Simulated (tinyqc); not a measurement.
p-i-n power rectifier, conductivity modulation at high injection: one step of the calculation.

A drift layer from x = -d to d (2 d = W) between ideal p+ and n+ emitters (no recombination in them). High injection, n = p, ambipolar diffusion with one lifetime; both mobilities scale as (T/300 K)^(-bt).

Problem. Forward voltage and stored charge. Ohmic drop: integral of J/(q (mun + mup) n); diffusion (Dember) drop Vt B ln(n(-d)/n(d)); both junctions together Vt ln(n(-d) n(d)/ni^2), ni = sqrt(Nc Nv) exp(-Eg/(2 Vt)), Eg in volts; V_F = the sum; stored charge q times the integral of n. Trapezoid rule; mun and mup scale as (T/300 K)^(-bt).

Parameters, values chosen for the exercise; bulk values close to those of silicon:
```
symbol,value,unit,meaning
T,300,K,temperature
mud,1240,cm^2/(V s),drift mobility at 300 K
bt,2.5,,temperature exponent of the drift mobility
mup,425,cm^2/(V s),hole mobility at 300 K
Eg,1.13,eV,band gap
Nc,2.8e19,cm^-3,conduction-band density of states at T
Nv,2.65e19,cm^-3,valence-band density of states at T
J,100,A/cm^2,forward current density
```

Constants: q = 1.602176634e-19 C, kB = 1.380649e-23 J/K, Vt = kB T/q. Results are converted to the units shown.

| point | x (um) | n (cm^-3) |
|---|---|---|
| 0 | -107.90644 | 1.3701620e17 |
| 1 | -89.92203 | 9.4508864e16 |
| 2 | -71.93762 | 6.5501082e16 |
| 3 | -53.95322 | 4.5849407e16 |
| 4 | -35.96881 | 3.2746816e16 |
| 5 | -17.98441 | 2.4321748e16 |
| 6 | 0.00000 | 1.9370772e16 |
| 7 | 17.98441 | 1.7186699e16 |
| 8 | 35.96881 | 1.7457556e16 |
| 9 | 53.95322 | 2.0222033e16 |
| 10 | 71.93762 | 2.5875004e16 |
| 11 | 89.92203 | 3.5223935e16 |
| 12 | 107.90644 | 4.9604218e16 |

B = 0.48948949

Wanted: ohmic drop; diffusion drop; junction drops; V_F; stored charge.

Solution.

ohmic drop = 0.2809 V
diffusion drop = 0.01286 V
junction drops = 0.8301 V
V_F = 1.124 V
stored charge = 141.6 uC/cm^2

Computed by the program tinyqc: `OMP_NUM_THREADS=1 python tinyqc.py 2230009 2230010 out.jsonl`, one thread of a shared Intel Xeon 2.30GHz, about 0.01 s for the whole run.
